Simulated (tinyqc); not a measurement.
Gain against bias and Miller's formula: avalanche multiplication and breakdown of a junction from ionisation integrals. Computed by tinyqc, a small Python program. Command: `OMP_NUM_THREADS=1 python tinyqc.py 3021941 3021942 out.jsonl impact walk`. One thread of a shared host (Intel(R) Xeon(R) Processor @ 2.30GHz), about 0.01 s of CPU time with the checks.

Ionisation coefficients follow the local field. Position x runs through the depletion layer from the p side (x = 0), where electrons enter, to the n side (x = w), where holes enter. The built-in voltage is neglected.

Inputs (values chosen for the exercise, modelled on silicon): electron prefactor a_n = 689000 1/cm; electron field b_n = 1.26e+06 V/cm; hole prefactor a_p = 1.53e+06 1/cm; hole field b_p = 2.09e+06 V/cm; exponent c = 1; permittivity eps = 11.7; layer width W = 3.9 micrometre.

Junction: p-i-n with uniform field.

Constants: e = 1.602176634e-19 C; eps_0 = 8.8541878128e-12 F/m.

Method:
- alpha_n = a_n exp(-(b_n/F)^c), alpha_p = a_p exp(-(b_p/F)^c).
- Uniform field F = F_m, w = W, V = F_m W.
- With Phi(x) = int_0^x (alpha_n - alpha_p) dx': 1 - 1/M_n = I_n = int_0^w alpha_n exp(-Phi) dx and M_p = M_n exp(-Phi(w)); trapezoid rule on 401 even points; breakdown at I_n = 1.
- Solve I_n(F_m) = 1.
- Miller's exponent n is defined by 1 - 1/M = (V/V_B)^n for the larger M.

breakdown voltage = 105.372 V

critical field F_m = 0.270186 MV/cm

Gain:
```
V/V_B   V (V)  F_m (MV/cm)     M_n     M_p  Miller exponent n
0.50    52.69      0.13509   1.024  1.0001             5.4031
0.60    63.22      0.16211   1.120  1.0016             4.3735
0.70    73.76      0.18913   1.413  1.0114             3.4509
0.80    84.30      0.21615   2.248  1.0596             2.6368
0.90    94.84      0.24317   5.339  1.3173             1.9684
0.95   100.10      0.25668  11.977  1.9607             1.6998
0.98   103.27      0.26478  32.222  4.0170             1.5605
0.99   104.32      0.26748  66.060  7.4891             1.5177
```

What follows from these numbers?

The larger gain passes 2 between 0.700 and 0.800 of V_B and reaches 66.1 at 0.99. Miller's exponent runs from 1.5 to 5.4, so it is not a constant: a fit holds over a narrow range only. From the first row to the last the voltage grows by a factor 1.98 and the peak field by 1.98.

Extremes, crossings and ranges named in words are read from the listed rows.
